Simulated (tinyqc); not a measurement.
From results back to parameters: standing waves and exposure in a photoresist film. Four cases, with inputs chosen for the exercise.

Problem. Bleaching of a resist on an index-matched plate: T(0) = T12 exp(-(A + B) d), T(end) = T12 exp(-B d), T12 = 1 - ((n1 - 1)/(n1 + 1))^2, and the first slope dT/dD = T(0) C A T12 (1 - exp(-(A + B) d))/(A + B). Here d = dT and D is the dose; A, B and C are hidden.

Case 1.

Values chosen (out of a larger set: a resist on W, indices near tabulated ones; not measured data): n1 = 1.669 (resist index); dT = 1.022 micrometre (resist thickness on an index-matched plate).

T(0) = 0.431017
T(end) = 0.846125
dT/dD = 0.0049259 cm^2/mJ

Case 2.

Values chosen (out of a larger set: a resist on Si, indices near tabulated ones; not measured data): n1 = 1.721 (resist index); dT = 0.144 micrometre (resist thickness on an index-matched plate).

T(0) = 0.857753
T(end) = 0.866443
dT/dD = 0.00021626 cm^2/mJ

Case 3.

Values chosen (out of a larger set: a resist on Cu, indices near tabulated ones; not measured data): n1 = 1.71 (resist index); dT = 0.879 micrometre (resist thickness on an index-matched plate).

T(0) = 0.473341
T(end) = 0.891313
dT/dD = 0.0042571 cm^2/mJ

Case 4.

Values chosen (out of a larger set: a resist on Si, indices near tabulated ones; not measured data): n1 = 1.727 (resist index); dT = 0.706 micrometre (resist thickness on an index-matched plate).

T(0) = 0.499072
T(end) = 0.865607
dT/dD = 0.0020917 cm^2/mJ

Find: A; B; C.

Solution. A = ln(T(end)/T(0))/d, B = ln(T12/T(end))/d, and the slope then gives C.

Case 1.

A = 0.66 1/micrometre
B = 0.10 1/micrometre
C = 0.026 cm^2/mJ

Case 2.

A = 0.07 1/micrometre
B = 0.49 1/micrometre
C = 0.028 cm^2/mJ

Case 3.

A = 0.72 1/micrometre
B = 0.05 1/micrometre
C = 0.021 cm^2/mJ

Case 4.

A = 0.78 1/micrometre
B = 0.10 1/micrometre
C = 0.011 cm^2/mJ

Computed by tinyqc, one run a case: `OMP_NUM_THREADS=1 python tinyqc.py N N+1 out.jsonl` with N = 1681326, 1681339, 1681362, 1681377; one thread of a shared Intel(R) Xeon(R) Processor @ 2.30GHz, about 0.01 s a run at most.
